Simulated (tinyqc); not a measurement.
Deep trap from a strong local potential in a two-band host (Koster-Slater model with semi-elliptic bands): one step, computed by the program tinyqc. Command: `OMP_NUM_THREADS=1 python tinyqc.py 3023121 3023122 out.jsonl deeptrap walk`. One thread of a shared host (Intel(R) Xeon(R) Processor @ 2.30GHz), about 0.03 s of CPU time with the checks.

The valence band spans -2 W_v to 0 and the conduction band E_g to E_g + 2 W_c. The orbital at the impurity site has weight f_v in the valence band and 1 - f_v in the conduction band, each spread as a semi-ellipse (2/(pi W^2)) sqrt(W^2 - x^2) about the band centre. The impurity adds U to this orbital. Spin is left out.

Problem. Thresholds and the vacancy level. In the gap G(E) = f_v (2/W_v^2)[x - sqrt(x^2 - W_v^2)] - (1 - f_v)(2/W_c^2)[y - sqrt(y^2 - W_c^2)], x = E + W_v, y = E_g + W_c - E. G falls across the gap from G(0) to G(E_g). A repulsive U binds if U > 1/G(0), an attractive one if U < 1/G(E_g); the vacancy level (U infinite) solves G(E) = 0 (bisection).

Inputs (values chosen for the exercise, with a gap close to that of diamond):
```
quantity                                value  unit
gap E_g                                  5.37    eV
half-width of the valence band W_v        3.8    eV
half-width of the conduction band W_c     4.9    eV
valence weight f_v of the site orbital   0.46     -
```

Impurity: repulsive, acceptor-like.

Give: G(0); G(E_g); repulsive threshold; attractive threshold; vacancy level.

Solution.

G(0) = 0.186 1/eV

G(E_g) = -0.168 1/eV

repulsive threshold = 5.37 eV

attractive threshold = -5.96 eV

vacancy level = 2.60 eV
